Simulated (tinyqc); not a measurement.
# Transfer length from front and end resistance

Inverse problem. A contact of length d and width W has Rc = (Rsh Lt/W) coth(d/Lt) and Re = (Rsh Lt/W)/sinh(d/Lt), with Rsh the sheet resistance under the metal and Lt = sqrt(rc/Rsh). Find Lt, Rsh and rc.

Values chosen for this exercise:
- d = 0.069 um (contact length)
- W = 1 um (contact width)

Rc = 44.773179 ohm
Re = 1.6240543 ohm

Solution. Rc/Re = cosh(d/Lt) gives Lt, and Re then gives Rsh.

Lt = 0.01721 um
Rsh = 2600 ohm/sq
rc = 7.700e-9 ohm cm^2

tinyqc, about 0.01 s, one thread, Intel Xeon 2.30GHz (shared host): `OMP_NUM_THREADS=1 python tinyqc.py 2760093 2760094 out.jsonl`
